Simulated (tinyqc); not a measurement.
Which clusters to keep: cluster expansion of a binary alloy: correlations, fit, cross-validation and ground states. Computed by tinyqc, a small Python program. Command: `OMP_NUM_THREADS=1 python tinyqc.py 3015271 3015272 out.jsonl clex walk`. One thread of a shared host (Intel(R) Xeon(R) Processor @ 2.30GHz), about 0.07 s of CPU time with the checks.

s = +1 for A and -1 for B. Energy per site E = J0 + J1 P(point) + sum over clusters of m V P, with P the mean product of spins; V > 0 on a pair favours unlike neighbours. Clusters per site m: pair 1 2, pair 2 2, pair 3 2, triplet 4; the triplet is two first-neighbour bonds at a right angle. Formation energies are counted from the line between pure A and pure B, which removes J0 and J1.

Inputs (values chosen for the exercise, for a model alloy): first-pair interaction V1 = -12.4 meV; second-pair interaction V2 = -3.2 meV; third-pair interaction V3 = 0.81 meV; triplet interaction Vt = 1.8 meV; noise amplitude = 5.6 meV/site.

Lattice: square.

Method:
- Design matrix of formation energies: m (P - 1) for pairs and m (P(triplet) - P(point)) for the triplet; x = (1 - P(point))/2.
- Exact: X V with V = (V1, V2, V3, Vt). The data to fit add the noise amplitude times the normal numbers, standing for what the clusters leave out.
- For each set, H = X (X^T X)^-1 X^T over the structures between the ends; residual e = E - H E; leave-one-out error e_i/(1 - H_ii); both as root mean squares.

correlations P, counted on periodic cells, rows A, A3B p(2x2), A3B c(4x2), A2B diagonal rows, A2B rows, AB c(2x2), AB p(2x1), A2B2 rows, AB2 diagonal rows, AB2 rows, AB3 p(2x2), AB3 c(4x2), B, columns point, pair 1, pair 2, pair 3, triplet:
$$\begin{pmatrix}
1.00000 & 1.00000 & 1.00000 & 1.00000 & 1.00000 \\
0.50000 & 0.00000 & 0.00000 & 1.00000 & -0.50000 \\
0.50000 & 0.00000 & 0.00000 & 0.50000 & -0.50000 \\
0.33333 & -0.33333 & 0.33333 & -0.33333 & -0.33333 \\
0.33333 & 0.33333 & -0.33333 & 0.33333 & 0.33333 \\
0.00000 & -1.00000 & 1.00000 & 1.00000 & 0.00000 \\
0.00000 & 0.00000 & -1.00000 & 1.00000 & 0.00000 \\
0.00000 & 0.50000 & 0.00000 & 0.00000 & 0.00000 \\
-0.33333 & -0.33333 & 0.33333 & -0.33333 & 0.33333 \\
-0.33333 & 0.33333 & -0.33333 & 0.33333 & -0.33333 \\
-0.50000 & 0.00000 & 0.00000 & 1.00000 & 0.50000 \\
-0.50000 & 0.00000 & 0.00000 & 0.50000 & 0.50000 \\
-1.00000 & 1.00000 & 1.00000 & 1.00000 & -1.00000
\end{pmatrix}$$

standard normal numbers for the noise (0 for the pure ends): A 0.000, A3B p(2x2) -0.056, A3B c(4x2) -1.296, A2B diagonal rows -0.130, A2B rows 0.036, AB c(2x2) -1.069, AB p(2x1) -1.517, A2B2 rows 1.075, AB2 diagonal rows -0.059, AB2 rows -1.076, AB3 p(2x2) 0.813, AB3 c(4x2) 0.716, B 0.000

X, rows A, A3B p(2x2), A3B c(4x2), A2B diagonal rows, A2B rows, AB c(2x2), AB p(2x1), A2B2 rows, AB2 diagonal rows, AB2 rows, AB3 p(2x2), AB3 c(4x2), B, columns pair 1, pair 2, pair 3, triplet:
$$\begin{pmatrix}
0.00000 & 0.00000 & 0.00000 & 0.00000 \\
-2.00000 & -2.00000 & 0.00000 & -4.00000 \\
-2.00000 & -2.00000 & -1.00000 & -4.00000 \\
-2.66667 & -1.33333 & -2.66667 & -2.66667 \\
-1.33333 & -2.66667 & -1.33333 & 0.00000 \\
-4.00000 & 0.00000 & 0.00000 & 0.00000 \\
-2.00000 & -4.00000 & 0.00000 & 0.00000 \\
-1.00000 & -2.00000 & -2.00000 & 0.00000 \\
-2.66667 & -1.33333 & -2.66667 & 2.66667 \\
-1.33333 & -2.66667 & -1.33333 & 0.00000 \\
-2.00000 & -2.00000 & 0.00000 & 4.00000 \\
-2.00000 & -2.00000 & -1.00000 & 4.00000 \\
0.00000 & 0.00000 & 0.00000 & 0.00000
\end{pmatrix}$$

data (meV/site): A 0.0000, A3B p(2x2) 23.6864, A3B c(4x2) 15.9324, A2B diagonal rows 29.6453, A2B rows 24.1883, AB c(2x2) 43.6136, AB p(2x1) 29.1048, A2B2 rows 23.2000, AB2 diagonal rows 39.6429, AB2 rows 17.9611, AB3 p(2x2) 42.9528, AB3 c(4x2) 41.5996, B 0.0000

Fits:
```
clusters     fit error (meV/site)  leave-one-out error (meV/site)  largest H_ii
V1                         9.0397                          10.165       0.29209
V1 V2                      7.9986                           9.175       0.64793
V1 V3                      8.8663                          11.070       0.51613
V1 V2 Vt                   3.8039                           5.345       0.64793
V1 Vt                      5.6752                           7.197       0.29209
V1 V2 V3                   7.9700                           9.854       0.75527
V1 V3 Vt                   5.3947                           8.486       0.51613
V1 V2 V3 Vt                3.7435                           6.043       0.75527
```

leave-one-out error without pair 3 = 5.3450 meV/site

leave-one-out error with all four = 6.0426 meV/site

What does the comparison show, and why?

The fit error can only fall as clusters are added, to 3.74 meV with all four. The leave-one-out error is least for V1 V2 Vt (5.35 meV), and all four give 6.04: the extra terms fit noise more than signal.

Extremes, crossings and ranges named in words are read from the listed rows.
